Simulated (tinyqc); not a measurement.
Schottky diode by thermionic emission with image-force lowering and series resistance: two steps of the calculation.

Metal on an n-type semiconductor with one parabolic valley; V > 0 is forward bias (metal positive). I = I0 [exp(Vj/(n Vt)) - 1] with Vj = V - I Rs; I0 = S A* T^2 exp(-(phi - dphi)/Vt), the lowering dphi taken at zero bias.

Values chosen for this exercise; band and dielectric values those of a made-up semiconductor:
```
symbol   value   unit                             meaning
T          400      K                         temperature
me       0.218     m0                       electron mass
eps_r     11.2                      relative permittivity
phi       0.63     eV  barrier height seen from the metal
Nd      8.7e16  cm^-3                       donor density
S        0.007   cm^2                                area
n         1.17                            ideality factor
Rs           2    ohm                   series resistance
```

Constants: q = 1.602176634e-19 C, kB = 1.380649e-23 J/K, h = 6.62607015e-34 J s, m0 = 9.1093837015e-31 kg, Vt = kB T/q, eps0 = 8.8541878128e-14 F/cm where lengths are in cm. Results are converted to the units shown.

Task 1. Saturation current. A* = 4 pi q me m0 kB^2/h^3 (times 1e-4 for A/(cm^2 K^2)); Nc = 2 (2 pi me m0 kB T/h^2)^1.5 (times 1e-6 for cm^-3); xi = Vt ln(Nc/Nd), Vbi = phi - xi; surface field Em = sqrt(2 q Nd (Vbi - V - Vt)/(eps0 eps_r)); dphi = sqrt(q Em/(4 pi eps0 eps_r)). Here V = 0 in Em.

Wanted: A*; Nc; Vbi; Em; dphi; I0.

Result 1.

A* = 26.20 A/(cm^2 K^2)
Nc = 3.932e18 cm^-3
Vbi = 0.4986 V
Em = 114.2 kV/cm
dphi = 38.32 meV
I0 = 0.001030 A

The lowering raises I0 by a factor of 3.04.

Task 2. Current and small-signal resistance. I = I0 [exp(Vj/(n Vt)) - 1], dV/dI = Rs + n Vt/(I + I0).

I0 = 0.0010296236 A
converged Vj = 0.20444796 V

Give: I; drop over Rs; dV/dI.

Result 2.

I = 162.78 mA
drop over Rs = 0.32555 V
dV/dI = 2.2462 ohm

Computed by the program tinyqc: `OMP_NUM_THREADS=1 python tinyqc.py 2640027 2640028 out.jsonl`, one thread of a shared Intel Xeon 2.30GHz, about 0.01 s for the whole run.
